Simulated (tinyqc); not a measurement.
Equilibrium crystal shape, supported particles, Gibbs-Thomson effect and coarsening. Changing the second-neighbour bond energy e2. Computed by tinyqc, a small Python program. Command: `OMP_NUM_THREADS=1 python tinyqc.py 3002222 3002223 out.jsonl wulff sweep`. One thread of a shared host (Intel(R) Xeon(R) Processor @ 2.30GHz), about 0.1 s of CPU time with the checks.

A cubic crystal bounded by {100}, {110} and {111} facets only.

Inputs (values chosen for the exercise, for a model metal):
```
quantity,value,unit
lattice constant a,3.7,angstrom
first-neighbour bond energy e1,0.274,eV
atoms in the particle N,5600,-
temperature T,1075,K
```

Surface energies: broken bonds, fcc.

Constants: 1 eV/angstrom^2 = 16.02176634 J/m^2; e = 1.602176634e-19 C; k_B = 8.617333262e-05 eV/K.

Method:
- A cut with normal n breaks sum_R |R.n|/(2 Omega) bonds per area (R over all neighbours of a shell) and makes two surfaces: gamma = sum over shells e_s sum_R |R.n|/(4 Omega). fcc: 12 neighbours a/2 (1,1,0), 6 at a (1,0,0), Omega = a^3/4.
- Wulff construction: the facet planes lie at distances lambda gamma from the centre, and the shape is the region inside all of them; V = (1/3) sum of area x distance. gamma_mean = sum A gamma / sum A; shape factor eta = A/V^(2/3) (4.836 for a sphere). lambda follows from V = N Omega.
- For the Wulff shape mu - mu(bulk) = 2 Omega gamma/h, with gamma and h = lambda gamma the energy and distance of any one facet plane, here (111); the vapour pressure rises by exp[(mu - mu(bulk))/(k_B T)].

One run for each value:
```
second-neighbour bond energy e2 (eV),gamma_mean (J/m^2),shape factor eta,mu - mu(bulk) (meV)
0.005,1.1721,5.2944,79.00
0.043,1.3319,5.1906,88.01
0.082,1.4783,5.1416,96.76
0.120,1.6092,5.1232,104.95
0.160,1.7381,5.1211,113.31
0.200,1.8605,5.1291,121.48
0.240,1.9779,5.1430,129.49
0.270,2.0634,5.1557,135.43
```

Describe the trends.

Over the rows, gamma_mean (J/m^2) rises from 1.17 to 2.06 (exponent d ln y / d ln x 0.059 between the first rows and 0.36 between the last); shape factor eta goes from 5.29 through a minimum among these rows, 5.12 at 0.160, to 5.16; mu - mu(bulk) (meV) rises from 79.0 to 135 (exponent d ln y / d ln x 0.050 between the first rows and 0.38 between the last).

Extremes, crossings and ranges named in words are read from the listed rows.
